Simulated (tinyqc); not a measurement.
Lorentz oscillators and the Kramers-Kronig relations: one step. Optical constants. Three cases, with inputs chosen for the exercise.

Problem. Convert eps at the photon energy E into the optical constants.

n + i k = sqrt(eps1 + i eps2) with k >= 0; R = ((n - 1)^2 + k^2)/((n + 1)^2 + k^2) at normal incidence from vacuum; alpha = 2 E k/(hbar c), times 1e8 for 1/cm; loss function Im(-1/eps) = eps2/(eps1^2 + eps2^2).

Constants: hbar c = 1973.269805 eV angstrom.

Give: n; k; R; alpha; loss function; vacuum wavelength hc/E (hc = 1239.841984 eV nm).

Case 1.

Values chosen: E = 4.55 eV (photon energy).
eps(E) = 5.152609+0.723785i

Solution.

n = 2.2755
k = 0.1590
R = 0.1536
alpha = 7.33e+04 1/cm
loss function = 0.0267
vacuum wavelength hc/E (hc = 1239.841984 eV nm) = 272.5 nm

The intensity falls to 1/e within 136 nm.

Case 2.

Values chosen: E = 5.74 eV (photon energy).
eps(E) = 8.107733+10.909837i

Solution.

n = 3.2940
k = 1.6560
R = 0.3779
alpha = 9.63e+05 1/cm
loss function = 0.0590
vacuum wavelength hc/E (hc = 1239.841984 eV nm) = 216.0 nm

The intensity falls to 1/e within 10.4 nm.

Case 3.

Values chosen (out of a larger set: line positions loosely like those of Si; Lorentz tails absorb below the gap, where the real solid is clear; not measured data): E = 8.01 eV (photon energy).

eps(E) = -3.391662+0.638016i

Solution.

n = 0.1725
k = 1.8497
R = 0.8562
alpha = 1.50e+06 1/cm
loss function = 0.0536
vacuum wavelength hc/E (hc = 1239.841984 eV nm) = 154.8 nm

The intensity falls to 1/e within 6.66 nm. eps1 is negative, so k exceeds n, as in a metal below its plasma energy; R is 0.86.

Computed by tinyqc, one run a case: `OMP_NUM_THREADS=1 python tinyqc.py N N+1 out.jsonl` with N = 1682260, 1682338, 1682345; one thread of a shared Intel(R) Xeon(R) Processor @ 2.30GHz, about 0.2 s a run at most.
